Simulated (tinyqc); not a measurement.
Against the doping: grain-boundary trapping model (Seto) of a polycrystalline semiconductor film. Computed by tinyqc, a small Python program. Command: `OMP_NUM_THREADS=1 python tinyqc.py 3020106 3020107 out.jsonl poly walk`. One thread of a shared host (Intel(R) Xeon(R) Processor @ 2.30GHz), about 0.01 s of CPU time with the checks.

Grains of equal size L are joined by thin boundaries with one trap level. Trapped carriers deplete a width W on each side and raise a barrier, crossed by thermionic emission. Dopants are fully ionised, statistics are non-degenerate and mu_g does not depend on T.

Inputs (values chosen for the exercise, modelled on polycrystalline silicon):
```
quantity                                     value        unit
permittivity eps                              11.7           -
effective mass m                              0.32         m_0
effective density of states at 300 K, N_c  2.7e+19      1/cm^3
grain size L                                    36          nm
trap density Q_t                           2.3e+12      1/cm^2
trap level E_t below the band edge             0.4          eV
mobility inside the grains mu_g                180  cm^2/(V s)
temperature T                                  400           K
```

Grain interior: resistance included.

Constants: e = 1.602176634e-19 C; eps_0 = 8.8541878128e-12 F/m; k_B = 8.617333262e-05 eV/K; m_0 = 9.1093837015e-31 kg; k_B = 1.380649e-23 J/K.

Method:
- If all traps fill, the grain is just depleted at N* = Q_t/L, with the barrier e Q_t L/(8 eps eps_0).
- N_c(T) = N_c (T/300 K)^(3/2). Filled traps Q = Q_t/(1 + (1/2) exp((E_t* - E_F)/k_B T)), where E_t* = e V_B - E_t and E_F are counted from the band edge at the grain centre. Partial depletion: Q = 2 N W, V_B = e N W^2/(2 eps eps_0), E_F = k_B T ln(N/N_c); solve for W. If that W would exceed L/2 the grain is fully depleted: W = L/2, Q = N L, and E_F follows from the trap equation. Centre density n_0 = N_c exp(E_F/k_B T).
- Boundary: sigma_b = L e^2 n_0 exp(-e V_B/k_B T)/sqrt(2 pi m k_B T); drift through the grain, depleted parts included: rho_g = [(1 - 2W/L) + (2W/L) int_0^1 exp(y^2 s^2) ds]/(e n_0 mu_g); rho = 1/sigma_b + rho_g. Mean carrier density n_av = n_0 [(1 - 2W/L) + (2W/L) (sqrt(pi)/2) erf(y)/y], y = sqrt(e V_B/k_B T); effective mobility 1/(e n_av rho).

N* = 6.38889e+17 1/cm^3

The same film:
```
N (1/cm^3)  W (nm)  V_B (V)  mean density (1/cm^3)  mobility (cm^2/(V s))  rho (ohm cm)
1.90e+16    18.000  0.00476             6.3790e+12                 133.72    7.3172e+03
6.40e+16    18.000  0.01604             2.9060e+13                 124.02    1.7318e+03
1.60e+17    18.000  0.04009             1.4541e+14                  97.46    4.4041e+02
3.20e+17    18.000  0.08018             1.0970e+15                  52.93    1.0749e+02
5.10e+17    18.000  0.12778             1.3979e+16                  20.19    2.2117e+01
7.70e+17    14.777  0.13002             4.2459e+17                  16.67    8.8186e-01
1.30e+18     8.834  0.07845             1.0245e+18                  46.49    1.3106e-01
2.60e+18     4.422  0.03932             2.4219e+18                  91.22    2.8252e-02
6.40e+18     1.797  0.01598             6.3136e+18                 120.30    8.2178e-03
2.60e+19     0.442  0.00393             2.5977e+19                 133.18    1.8041e-03
```

The barrier peaks among these rows at N = 7.7e17 (0.130 V) and the mobility has its minimum at 7.7e17; N* is 6.4e17. While the grain is fully depleted (W = L/2) V_B grows as N; once all traps are filled it falls as 1/N (last exponent -1.00). Partly depleted rows (W < L/2) with e V_B below 2 k_B T stretch the depletion approximation. Where N approaches N_c the non-degenerate statistics fail. rho drops most steeply, as N^-7.8, between 5.1e17 and 7.7e17.

Extremes, crossings and ranges named in words are read from the listed rows.
